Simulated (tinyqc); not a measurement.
# Inputs raised by 5 %, one at a time

Model: Cabrera-Mott growth of a thin oxide under its own electric field. Computed by tinyqc, a small Python program. Command: `OMP_NUM_THREADS=1 python tinyqc.py 3031104 3031105 out.jsonl cabrera sens`. One thread of a shared host (Intel(R) Xeon(R) Processor @ 2.30GHz), about 0.06 s of CPU time with the checks.

Electrons cross the film freely and set a fixed potential V across it; the field V/x lowers the barrier for ions entering the oxide.

Inputs (values chosen for the exercise, for a model metal):

| quantity | value | unit |
|---|---|---|
| barrier W | 1.21 | eV |
| Mott potential V | 0.5 | V |
| ion charge number z | 2 | - |
| half jump distance b | 1.8 | angstrom |
| prefactor u0 = N Omega nu | 9.5e+12 | angstrom/s |
| temperature T | 550 | K |
| starting thickness x0 | 4.3 | angstrom |
| time t | 36000 | s |

Backward hops: kept.

Constants: k_B = 8.617333262e-05 eV/K.

Method:
- u = u0 exp(-W/(k_B T)), X1 = z b V/(k_B T) with V in volts and k_B T in eV; dx/dt = 2 u sinh(X1/x).
- t(x) = int_(x0)^x dx / (dx/dt) by Gauss-Legendre quadrature (80 points on each side of (x0 + 2 x)/3), solved for x.
- Growth counts as stopped when u exp(X1/x) falls to 1e-5 angstrom/s: x_L = X1/ln(1e-5/u), defined while u is below that rate; the critical temperature is T_c = W/(k_B ln(u0/1e-5)).

Runs:

| input moved | from | to | thickness x (angstrom) | rate at time t (angstrom/s) | field at time t (MV/cm) | critical temperature T_c (K) |
|---|---|---|---|---|---|---|
| base run | - | - | 20609 | 0.2862 | 0.002426 | 339.2 |
| barrier W (eV) | 1.21 | 1.2705 | 10886 | 0.1512 | 0.004593 | 356.2 |
| Mott potential V (V) | 0.5 | 0.525 | 21118 | 0.2933 | 0.002486 | 339.2 |
| half jump distance b (angstrom) | 1.8 | 1.89 | 21118 | 0.2933 | 0.002368 | 339.2 |
| prefactor u0 = N Omega nu (angstrom/s) | 9.5e+12 | 9.975e+12 | 21118 | 0.2933 | 0.002368 | 338.8 |
| temperature T (K) | 550 | 577.5 | 36936 | 0.5130 | 0.001354 | 339.2 |
| time t (s) | 36000 | 37800 | 21118 | 0.2793 | 0.002368 | 339.2 |

Exponents ln(y'/y) / ln(x'/x):

| input | thickness x | rate at time t | field at time t | critical temperature T_c |
|---|---|---|---|---|
| barrier W | -13.081 | -13.082 | 13.081 | 1.000 |
| Mott potential V | 0.500 | 0.500 | 0.500 | 0.000 |
| half jump distance b | 0.500 | 0.500 | -0.500 | 0.000 |
| prefactor u0 = N Omega nu | 0.500 | 0.500 | -0.500 | -0.024 |
| temperature T | 11.959 | 11.959 | -11.959 | 0.000 |
| time t | 0.500 | -0.500 | -0.500 | 0.000 |

Among the inputs moved here: thickness x answers most in size to barrier W (exponent -13.081), next to temperature T (+11.959). Its exponent +0.500 in time t: the parabolic law of weak fields. Rate at time t answers most in size to barrier W (exponent -13.082), next to temperature T (+11.959). Field at time t answers most in size to barrier W (exponent +13.081), next to temperature T (-11.959). Critical temperature T_c answers most in size to barrier W (exponent +1.000), next to prefactor u0 = N Omega nu (-0.024); its exponent is below 0.0005 for Mott potential V, half jump distance b, temperature T, time t.

Caution (all rows): the starting field or rate is formal: the first layers form as fast as oxygen arrives. Caution (all rows): electrons tunnel only through a few nanometres, so beyond about 10 nm a fixed Mott potential is doubtful.
